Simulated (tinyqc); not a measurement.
Inside a calculation. Model: thermal and gravitational stress in a wafer during furnace and rapid thermal processing, and the onset of slip. Computed by tinyqc, a small Python program that keeps every step. Command: `OMP_NUM_THREADS=1 python tinyqc.py 3018914 3018915 out.jsonl slip walk`. One thread of a shared host (Intel(R) Xeon(R) Processor @ 2.30GHz), about 0.01 s of CPU time with the checks. Intermediate numbers are printed to about 5 digits and carried at full precision; extremes and crossings named in words are read from the listed rows.

A thin free disc in plane stress, isotropic; T(r) = T_centre + dT (r/R)^n with n = 2. Stress is positive in tension; sigma_SB = 5.670374419e-8 W/(m^2 K^4), g = 9.80665 m/s^2.

Inputs (values chosen for the exercise, modelled on silicon):
```
quantity                              value        unit
wafer radius R                          225          mm
thickness t                             925  micrometre
Young's modulus E                       153         GPa
Poisson ratio nu                       0.22           -
expansion alpha                        4.44      1e-6/K
edge less centre temperature dT         -39           K
temperature T                          1400           K
prefactor A of the critical stress  0.00053         MPa
energy U of the critical stress        1.12          eV
density rho                            2330      kg/m^3
heat capacity c                         958    J/(kg K)
conductivity k                         25.5     W/(m K)
wafer spacing s                          15          mm
ramp rate                               5.3       K/min
radius of the support ring over R      0.98           -
```

Temperature profile: parabolic.

Constants: k_B = 8.617333262e-05 eV/K.

## Thermal stress

With x = r/R: s_rr = alpha E dT (1 - x^n)/(n + 2), s_tt = alpha E dT [1 - (n + 1) x^n]/(n + 2).

Temperature and stresses at r/R = 0, 0.3, 0.5, 0.7, 0.8, 0.9, 0.95, 1:
```
r/R   T - T_centre (K)  s_rr (MPa)  s_tt (MPa)
0.00            0.0000     -6.6234      -6.623
0.30           -3.5100     -6.0273      -4.835
0.50           -9.7500     -4.9675      -1.656
0.70          -19.1100     -3.3779       3.113
0.80          -24.9600     -2.3844       6.094
0.90          -31.5900     -1.2584       9.471
0.95          -35.1975     -0.6458      11.309
1.00          -39.0000      0.0000      13.247
```

hoop stress at the edge = 13.24674 MPa

r/R where s_tt = 0 = 0.57735

The cold edge is stretched; the edge stress is n times that at the centre in size.

## Resolved stress round the edge

At the edge the stress is uniaxial along the tangent d = (cos phi, sin phi, 0) of a (001) wafer; the Schmid factor is the largest |(d.n)(d.b)| over the twelve {111}<110> systems.

Schmid factor and resolved stress at phi = 0, 7.5, 15, 22.5, 30, 37.5 and 45 degrees from [100]:
```
phi from [100] (degrees)  Schmid factor  resolved stress (MPa)
0.0                             0.40825                 5.4080
7.5                             0.45412                 6.0157
15.0                            0.48296                 6.3977
22.5                            0.49280                 6.5280
30.0                            0.48296                 6.3977
37.5                            0.45412                 6.0157
45.0                            0.40825                 5.4080
```

The factor is 1/sqrt(6) = 0.408 along <100> and <110> and peaks at 0.4928 at 22.5 degrees, so slip, if any, starts at eight places between these directions.

## Slip criterion

Critical resolved stress tau_c = A exp(U/(k_B T)), a form chosen for the exercise; slip when 0.492799 |s_tt(R)| > tau_c; allowed |dT| = tau_c (n + 2)/(0.492799 n alpha E).

critical stress tau_c = 5.7029 MPa

resolved over critical stress = 1.1447

allowed |dT| = 34.071 K

Slip is expected.

## Ramp rate in a batch furnace

In a stack heated from the rim, heat flows inward by conduction and by radiation between wafers: k_eff = k + (16/3) sigma_SB T^3 s^2/t (a diffusion estimate with the spacing as path length). A steady ramp gives the parabolic lag dT = rho c (ramp) R^2/(4 k_eff); the allowed ramp uses n = 2.

k_eff = 227.35 W/(m K)

lag of the centre = 10.976 K

allowed ramp rate = 16.452 K/min

Radiation carries 89 % of the inward flow. The ramp is 0.32 of the allowed one.

## Gravity

Own weight q = rho g t on a ring of radius b R, x = r/R: moments of an edge-supported plate, M_r = q R^2 (3 + nu)(1 - x^2)/16 and M_t = q R^2 [(3 + nu) - (1 + 3 nu) x^2]/16, less the uniform moment inside the ring load, q R^2 [(1 - nu)(1 - b^2) - 2 (1 + nu) ln b]/8; stress at the lower face = 6 M/t^2.

stress at the centre = 1.4348 MPa

radial stress at the ring = -0.015407 MPa

hoop stress at the ring = 0.68719 MPa

The largest of these is 0.13 tau_c when halved for shear. Point supports give far higher local stress than a ring.

## Position of the support ring

The formulas are those given above.

Stress at the lower face (MPa):
```
b      centre  radial at ring  hoop at ring  largest in size
0.40  -1.2014         -1.4430       -1.3260           1.4430
0.50  -0.6249         -1.0024       -0.8195           1.0024
0.60  -0.1272         -0.6708       -0.4074           0.6708
0.65   0.1017         -0.5363       -0.2272           0.5363
0.70   0.3207         -0.4192       -0.0608           0.4192
0.75   0.5316         -0.3178        0.0937           0.5316
0.80   0.7360         -0.2304        0.2378           0.7360
0.90   1.1299         -0.0932        0.4994           1.1299
1.00   1.5100          0.0000        0.7316           1.5100
```

Among these rows the largest stress is least, 0.419 MPa, for a ring at 0.7 R, 3.6 times below edge support: the overhang balances the sag of the centre. All values scale as R^2/t.

## Limits against temperature

The formulas are those given above.

For the parabolic profile:
```
T (K)  tau_c (MPa)  allowed |dT| (K)  k_eff (W/(m K))  allowed ramp (K/min)
1050        125.90            752.19           110.66                176.78
1125         55.16            329.56           130.24                 91.16
1200         26.80            160.09           152.61                 51.89
1275         14.17             84.66           177.97                 32.00
1350          8.04             48.05           206.49                 21.07
1425          4.85             28.95           238.36                 14.66
1500          3.07             18.35           273.77                 10.67
```

From 1050 to 1500 K the allowed difference falls 41 times and the allowed ramp 17 times; radiation, which grows as T^3, gives back a factor 2.47. Ramps must slow as the wafer gets hotter.

Checks made by the program: force balance: the hoop stress integrates to zero (added to the edge stress) (relative difference below 1e-10).
